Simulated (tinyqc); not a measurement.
What moves the results: deformation-potential model of the Delta valleys of a conduction band. A value that a table varies takes the place of the one given here.

Valleys with axes along x, y and z, each a pair at +k and -k. Herring-Vogt shift of a valley with unit axis a: dE = Xd tr(e) + Xu a.e.a. Non-degenerate shares n_i = exp(-dE_i/kT)/sum_j exp(-dE_j/kT). Inverse mass tensor of a valley: (1 - a a)/mt + a a/ml; the masses are taken as independent of strain.

s11 = (C11 + C12)/((C11 - C12)(C11 + 2 C12)), s12 = -C12/((C11 - C12)(C11 + 2 C12)), s44 = 1/C44; exx = s11 sxx + s12 (syy + szz) and cyclic, exy = s44 sxy/2; tension is positive. A uniaxial stress X along the unit vector n is s_ij = X n_i n_j.

Constants: kB = 8.617333262e-05 eV/K.

Parameters, chosen for this exercise (near those of Si; not measured data): ml = 0.933 m0 (longitudinal mass); mt = 0.191 m0 (transverse mass); Xd = 1.09 eV (dilation potential); Xu = 8.75 eV (uniaxial potential); C11 = 166.8 GPa; C12 = 63.3 GPa; C44 = 78.9 GPa; load = uniaxial [100] (kind of stress); T = 150 K (temperature); X1 = 0.8 GPa (size of the stress); X = -0.29 GPa (stress).

## Sweep of a uniaxial [100] stress

m_c = 1/(u.M.u) along [100] with M = sum_i n_i (inverse mass tensor); gain against zero stress at a fixed scattering time.

Results:
```
X (GPa)  spread (meV)  lowest edge (meV)    n x    n y    n z  m_c (m0)  gain (%)
-1.50           126.8             -105.0  1.000  0.000  0.000    0.9326     -72.1
-0.75            63.4              -52.5  0.985  0.007  0.007    0.8829     -70.6
-0.30            25.4              -21.0  0.781  0.110  0.110    0.5037     -48.4
0.00              0.0                0.0  0.333  0.333  0.333    0.2599       0.0
0.30             25.4               -4.4  0.066  0.467  0.467    0.2015      29.0
0.75             63.4              -10.9  0.004  0.498  0.498    0.1916      35.7
1.50            126.8              -21.8  0.000  0.500  0.500    0.1910      36.1
```

What does this show, and why?

Along [100] the gain is -72.1 % at -1.50 GPa and +36.1 % at 1.50 GPa. The slope at zero stress (from +/- 0.001 GPa), +157.3 % per GPa, carried to the ends would give -236 and +236 %; the response falls behind at both ends, as it saturates once the spread passes a few kT (kT = 12.9 meV, spread up to 127 meV).

## Gain for each load and current direction

Each load has the size X1. Gain m_c(0)/m_c - 1 in per cent from repopulation alone, m_c = 1/(u.M.u), M = sum_i n_i (inverse mass tensor); biaxial means sxx = syy.

Gain (%); + is tension, - compression:
```
load                [100]  [010]  [001]  [110]  [1-10]  [111]
uniaxial [110] (+)   29.2   29.2  -58.3   29.2    29.2    0.0
uniaxial [110] (-)  -16.1  -16.1   32.3  -16.1   -16.1    0.0
uniaxial [100] (+)   35.8  -17.9  -17.9    8.9     8.9    0.0
uniaxial [100] (-)  -71.0   35.5   35.5  -17.8   -17.8    0.0
uniaxial [111] (+)    0.0    0.0    0.0    0.0     0.0    0.0
uniaxial [111] (-)    0.0    0.0    0.0    0.0     0.0    0.0
biaxial (001) (+)    35.5   35.5  -71.0   35.5    35.5    0.0
biaxial (001) (-)   -17.9  -17.9   35.8  -17.9   -17.9    0.0
```

What can be read from the table?

The largest gain is +35.8 %, for uniaxial [100] (+) with the current along [100] and biaxial (001) (-) with the current along [001]; for a [110] channel it is +35.5 %, under biaxial (001) (+). No gain or loss appears under uniaxial [111]: the valleys stay equivalent (in real silicon shear also changes the masses, which this model leaves out).

## Temperature and repopulation

The load is fixed; m_c along [100] as 1/(u.M.u).

Results:
```
T (K)  kT (meV)    n x    n y    n z  m_c (m0)
50         4.31  0.993  0.003  0.003    0.9093
77         6.64  0.953  0.024  0.024    0.7881
150       12.93  0.769  0.115  0.115    0.4919
225       19.39  0.639  0.180  0.180    0.3884
300       25.85  0.563  0.218  0.218    0.3461
400       34.47  0.505  0.248  0.248    0.3190
500       43.09  0.469  0.265  0.265    0.3046
```

How do the results move?

The largest share falls from 0.993 at 50 K to 0.469 at 500 K (equal shares: 0.333); m_c goes from 0.9093 to 0.3046, against 0.2599 without stress. Only spread/kT enters, so the small-stress response goes as 1/T.

## What each parameter does

Spread of the valley edges, lowest edge, largest share and m_c along [100]. Each row changes one parameter from the base and keeps the others.

Results:
```
case              spread (meV)  lowest edge (meV)  largest share  m_c (m0)
base                     24.52             -20.30         0.7692    0.4919
ml = 0.746 m0            24.52             -20.30         0.7692    0.4465
mt = 0.229 m0            24.52             -20.30         0.7692    0.5457
Xd = 1.308 eV            24.52             -20.52         0.7692    0.4919
Xu = 10.5 eV             29.42             -24.15         0.8296    0.5614
C11 = 133.44 GPa         36.18             -28.59         0.8915    0.6563
C12 = 50.64 GPa          21.84             -18.90         0.7304    0.4557
C44 = 63.12 GPa          24.52             -20.30         0.7692    0.4919
X = -0.232 GPa           19.61             -16.24         0.6951    0.4271
T = 120 K                24.52             -20.30         0.8426    0.5790
```

How do the results move?

The largest shifts from the base row, up to three for each result and ties (the steps differ in size, so this ranks the rows, not the parameters). spread (meV): C11 +11.66, Xu +4.90, X -4.90; unchanged at the printed digits by ml, mt, Xd, C44 and T. lowest edge (meV): C11 -8.28, X +4.06, Xu -3.85; unchanged at the printed digits by ml, mt, C44 and T. largest share: C11 +0.1223, X -0.0740, T +0.0734; unchanged at the printed digits by ml, mt, Xd and C44. m_c (m0): C11 +0.1644, T +0.0871, Xu +0.0695; unchanged at the printed digits by Xd and C44. Xd moves all valleys together, so it shifts the edge and nothing else.

Run: tinyqc, `OMP_NUM_THREADS=1 python tinyqc.py 1080163 1080164 out.jsonl`; Intel(R) Xeon(R) Processor @ 2.30GHz, one thread, shared host; about 0.03 s of CPU time with all checks.
